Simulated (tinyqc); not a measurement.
Polytypes by hexagonality, and a cubic inclusion as a quantum well: sweeps and comparisons. A value that a table varies takes the place of the one given here.

Gap: E3 + (E2 - E3) h. Valence top Ev2 h and polarisation P2 h, both counted from 3C; Ec = Ev + gap.

A cubic inclusion of width L = N d in the host (h = 1) is a well of depth V = Ec(host) - Ec(3C). Square well with mass mismatch: k tan(k L/2) = (m_w/m_b) q, k = sqrt(m_w E/c), q = sqrt(m_b (V - E)/c), c = hbar^2/2m0, lowest root. The depth of the level, V - E, is its binding, and the transition to the valence top of the host is gap(host) - (V - E). The step in polarisation gives a field |F| = |P|/(eps eps0) in a thin inclusion, eps0 = 8.8541878e-12 F/m.

Constants: hbar^2/2m0 = 3.80998211 eV angstrom^2.

Values chosen for the exercise (of the order of those of GaAs; not measured data): E3 = 1.509 eV (gap of the cubic polytype); E2 = 1.532 eV (gap of 2H); Ev2 = 0.104 eV (valence top of 2H above that of 3C); P2 = 0.0023 C/m^2 (spontaneous polarisation of 2H); m = (0.066, 0.068) m0 (electron mass along c in the cubic layer and in the host); d = 3.264 angstrom (thickness of a double layer); eps = 13.1 (dielectric constant); N = 15 (double layers in the cubic inclusion).

## Width of the inclusion

Without the field: square well. With it, the potential inside is |F| (z - L/2), the host conduction edge lies at V - |F| L/2 on one side and V + |F| L/2 on the other, and the lowest level E_F is found by finite differences (step 0.25 angstrom, wide box, good to about 1 meV). Holes sit in the host on the high side, so the transition is gap(host) - V + E_F - |F| L/2. A dash: bound by less than 2 meV or not at all.

Results:

| N | L (angstrom) | depth (eV) | transition (eV) | depth below the low side, with field (eV) | transition with field (eV) |
|---|---|---|---|---|---|
| 2 | 6.53 | 0.003 | 1.529 | - | - |
| 4 | 13.06 | 0.011 | 1.521 | - | - |
| 6 | 19.58 | 0.022 | 1.510 | 0.006 | 1.487 |
| 10 | 32.64 | 0.044 | 1.488 | 0.017 | 1.450 |
| 15 | 48.96 | 0.066 | 1.466 | 0.027 | 1.408 |
| 20 | 65.28 | 0.081 | 1.451 | 0.031 | 1.371 |
| 30 | 97.92 | 0.099 | 1.433 | 0.033 | 1.304 |

The square well binds a level even at N = 2 (3 meV), as any symmetric one-dimensional well does; the depth grows to 99 of 127 meV, and the transition tends to E3 - Ev(host) = 1.405 eV. With the field the level is bound by 2 meV or more for N = 6, 10, 15, 20 and 30, and the transition is lowered by 24 meV at N = 6 and 128 meV at N = 30, where |F| L/2 = 97 meV. Free carriers or surface charge screen the field and the step between the two sides; with the field removed every row returns to its square-well depth, and the attraction to the hole, left out here, binds the electron further.

## What each parameter does

Well depth, depth of the level, transition without the field and field. Each row changes one parameter from the base and keeps the others.

Results:

| case | V (eV) | depth (eV) | transition (eV) | \|F\| (MV/cm) |
|---|---|---|---|---|
| base | 0.1270 | 0.0659 | 1.4661 | 0.198 |
| N = 16 | 0.1270 | 0.0694 | 1.4626 | 0.198 |
| Ev2 = 0.134 eV | 0.1570 | 0.0886 | 1.4434 | 0.198 |
| E3 = 1.489 eV | 0.1470 | 0.0809 | 1.4511 | 0.198 |
| E2 = 1.562 eV | 0.1570 | 0.0886 | 1.4734 | 0.198 |
| P2 = 0.003 C/m^2 | 0.1270 | 0.0659 | 1.4661 | 0.259 |
| eps = 14.1 | 0.1270 | 0.0659 | 1.4661 | 0.184 |
| m = (0.079, 0.068) m0 | 0.1270 | 0.0679 | 1.4641 | 0.198 |

The largest shifts from the base row, up to three for each result and ties (the steps differ in size, so this ranks the rows, not the parameters). V (eV): E2 +0.0300, Ev2 +0.0300, E3 +0.0200; unchanged at the printed digits by N, P2, eps and m. depth (eV): E2 +0.0227, Ev2 +0.0227, E3 +0.0150; unchanged at the printed digits by P2 and eps. transition (eV): Ev2 -0.0227, E3 -0.0150, E2 +0.0073; unchanged at the printed digits by P2 and eps. |F| (MV/cm): P2 +0.060, eps -0.014; unchanged at the printed digits by N, Ev2, E3, E2 and m.

tinyqc: `OMP_NUM_THREADS=1 python tinyqc.py 1881293 1881294 out.jsonl`; about 0.08 s, one thread, shared Intel(R) Xeon(R) Processor @ 2.30GHz.
